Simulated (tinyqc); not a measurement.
Inside a calculation. Model: double-gate transistor below threshold, two-dimensional Poisson equation on a small mesh.

Program tinyqc, `OMP_NUM_THREADS=1 python tinyqc.py 2480166 2480167 out.jsonl`; Intel Xeon 2.30GHz, shared host, one thread, about 0.2 s. Printed values are rounded.

Half of a symmetric double-gate structure: row 0 is the mid-plane of the body, where the normal field vanishes. Mobile charge is neglected (subthreshold), the body is fully depleted, and potentials are counted from the intrinsic level; rows run upward to the gate, columns from source to drain.

Values chosen for this exercise; semiconductor permittivity close to that of silicon: temperature T = 325 K; relative permittivity of the semiconductor eps_r = 11.8; relative permittivity of the insulator eox = 25; half the body thickness tb = 5 nm; insulator thickness tox = 7.3 nm; channel length L = 25 nm; acceptor density of the depleted body Na = 9.2e17 cm^-3; potential of the source Vbi = 0.54 V; gate offset Vfb = -0.08 V; gate voltage Vg = -0.1 V; drain voltage Vd = 0.7 V.

Constants: q = 1.602176634e-19 C, kB = 1.380649e-23 J/K, Vt = kB T/q, eps0 = 8.8541878128e-14 F/cm where lengths are in cm. Results are converted to the units shown.

## Coefficients of the five-point equations

Mesh: rows i = 0..3 in the semiconductor (step hs = tb/3, row 3 on the interface), then 2 step(s) ho = tox/2 up to the gate row 5; columns j = 0..6 (step hy = L/6). Box integration, divided by eps0: up_i = eps hy/h of the interval above row i, dn_i = that of the interval below (0 for row 0), lat_i = (sum of eps h/2 over the intervals above and below)/hy, s_i = -q Na w_i hy/eps0 with w_i the semiconductor height of the box (hs/2 for row 0 and the interface row, hs between, 0 in the insulator). Each free node obeys (up + dn + 2 lat) psi = up psi(above) + dn psi(below) + lat [psi(left) + psi(right)] + s.

| row | up | dn | lat | s (V) |
|---|---|---|---|---|
| 0 | 29.5 | 0 | 2.36 | -0.0578039 |
| 1 | 29.5 | 29.5 | 4.72 | -0.115608 |
| 2 | 29.5 | 29.5 | 4.72 | -0.115608 |
| 3 | 28.5388 | 29.5 | 13.31 | -0.0578039 |
| 4 | 28.5388 | 28.5388 | 21.9 | 0 |

## Iteration 1: over-relaxation sweep (omega = 1.5)

psi at the start (fixed values on the edges, free nodes at zero) (V):

|  | j=0 | j=1 | j=2 | j=3 | j=4 | j=5 | j=6 |
|---|---|---|---|---|---|---|---|
| row 0 | 0.54000 | 0.00000 | 0.00000 | 0.00000 | 0.00000 | 0.00000 | 1.24000 |
| row 1 | 0.54000 | 0.00000 | 0.00000 | 0.00000 | 0.00000 | 0.00000 | 1.24000 |
| row 2 | 0.54000 | 0.00000 | 0.00000 | 0.00000 | 0.00000 | 0.00000 | 1.24000 |
| row 3 | 0.54000 | 0.00000 | 0.00000 | 0.00000 | 0.00000 | 0.00000 | 1.24000 |
| row 4 | 0.26000 | 0.00000 | 0.00000 | 0.00000 | 0.00000 | 0.00000 | 0.61000 |
| row 5 | -0.02000 | -0.02000 | -0.02000 | -0.02000 | -0.02000 | -0.02000 | -0.02000 |

Free nodes: rows 0..4, columns 1..5, taken row by row from row 0, left to right. t = (up psi(above) + dn psi(below) + lat [psi(left) + psi(right)] + s)/(up + dn + 2 lat), with the newest neighbours; psi(new) = psi + 1.5 (t - psi).

psi after iteration 1 (V):

|  | j=0 | j=1 | j=2 | j=3 | j=4 | j=5 | j=6 |
|---|---|---|---|---|---|---|---|
| row 0 | 0.54000 | 0.05333 | 0.00298 | -0.00223 | -0.00276 | 0.12546 | 1.24000 |
| row 1 | 0.54000 | 0.08781 | 0.00848 | -0.00310 | -0.00464 | 0.20638 | 1.24000 |
| row 2 | 0.54000 | 0.11010 | 0.01434 | -0.00305 | -0.00585 | 0.25857 | 1.24000 |
| row 3 | 0.54000 | 0.18387 | 0.04983 | 0.00913 | -0.00193 | 0.42610 | 1.24000 |
| row 4 | 0.26000 | 0.15421 | 0.06288 | 0.01586 | -0.00414 | 0.36963 | 0.61000 |
| row 5 | -0.02000 | -0.02000 | -0.02000 | -0.02000 | -0.02000 | -0.02000 | -0.02000 |

## Iteration 2: over-relaxation sweep (omega = 1.5)

As before.

psi after iteration 2 (V):

|  | j=0 | j=1 | j=2 | j=3 | j=4 | j=5 | j=6 |
|---|---|---|---|---|---|---|---|
| row 0 | 0.54000 | 0.14052 | 0.02124 | -0.00351 | 0.00546 | 0.33044 | 1.24000 |
| row 1 | 0.54000 | 0.17234 | 0.03374 | -0.00222 | 0.02066 | 0.40552 | 1.24000 |
| row 2 | 0.54000 | 0.23007 | 0.06782 | 0.00987 | 0.04027 | 0.53831 | 1.24000 |
| row 3 | 0.54000 | 0.24437 | 0.10108 | 0.03097 | 0.12669 | 0.57650 | 1.24000 |
| row 4 | 0.26000 | 0.12325 | 0.04827 | 0.01110 | 0.17132 | 0.30577 | 0.61000 |
| row 5 | -0.02000 | -0.02000 | -0.02000 | -0.02000 | -0.02000 | -0.02000 | -0.02000 |

## Course of the iteration: over-relaxation sweep (omega = 1.5)

Stop when the largest change of psi is below 1e-7 V, or after 400 iterations. Fixed values: gate row Vg - Vfb; column 0 at Vbi and the last column at Vbi + Vd in the semiconductor, each running linearly to Vg - Vfb across the insulator.

Course of the iteration:

| iteration | psi at row 0, j = 3 (V) | largest \|change\| of one entry (V) |
|---|---|---|
| 1 | -0.00222520 | 0.426 |
| 2 | -0.00351210 | 0.280 |
| 3 | 0.00225902 | 0.192 |
| 4 | 0.0357384 | 0.178 |
| 5 | 0.0879894 | 0.154 |
| 6 | 0.152496 | 0.0997 |
| 7 | 0.237511 | 0.0850 |
| 8 | 0.246130 | 0.0472 |
| 9 | 0.257959 | 0.0211 |
| ... | ... | ... |
| 18 | 0.268134 | 2.08e-5 |
| 19 | 0.268130 | 8.40e-6 |
| 20 | 0.268122 | 8.89e-6 |
| 21 | 0.268119 | 4.17e-6 |
| 22 | 0.268117 | 2.02e-6 |
| 23 | 0.268117 | 1.59e-6 |
| 24 | 0.268117 | 5.73e-7 |
| 25 | 0.268117 | 2.53e-7 |
| 26 | 0.268116 | 7.60e-8 |

Converged in 26 iterations. The changes do not fall evenly; from iteration 21 to 26 they shrink by a factor of 2.2 a step on average.

## Barrier, swing and barrier lowering

converged psi (V):

|  | j=0 | j=1 | j=2 | j=3 | j=4 | j=5 | j=6 |
|---|---|---|---|---|---|---|---|
| row 0 | 0.54000 | 0.33932 | 0.24719 | 0.26812 | 0.41529 | 0.72949 | 1.24000 |
| row 1 | 0.54000 | 0.33259 | 0.24010 | 0.25998 | 0.40389 | 0.71574 | 1.24000 |
| row 2 | 0.54000 | 0.31140 | 0.21896 | 0.23591 | 0.36953 | 0.67193 | 1.24000 |
| row 3 | 0.54000 | 0.27234 | 0.18423 | 0.19710 | 0.31209 | 0.58953 | 1.24000 |
| row 4 | 0.26000 | 0.15025 | 0.10326 | 0.11137 | 0.17898 | 0.33241 | 0.61000 |
| row 5 | -0.02000 | -0.02000 | -0.02000 | -0.02000 | -0.02000 | -0.02000 | -0.02000 |

d psi/dVg on row 0: j=0 0.000000, j=1 0.368785, j=2 0.582634, j=3 0.649356, j=4 0.582634, j=5 0.368785, j=6 0.000000
d psi/dVd on row 0: j=0 0.00000, j=1 0.03691, j=2 0.08861, j=3 0.17532, j=4 0.32876, j=5 0.59430, j=6 1.00000

The barrier is read along row 0, the path farthest from the gate. Take the node j of lowest psi: barrier Vbi - psi_j; swing Vt ln 10/(d psi_j/dVg); DIBL = (d psi_j/dVd)/(d psi_j/dVg). The derivatives solve the same equations with s = 0 and a unit change of that voltage.

j = 2
barrier = 0.292814 V
swing = 110.682 mV/decade
DIBL = 152.086 mV/V

A mesh of 12, 8 and 80 steps (semiconductor, insulator, channel) gives a barrier of 0.318 V, a swing of 100 mV a decade and a DIBL of 163 mV/V; the small mesh puts the barrier 7.9 % below that.
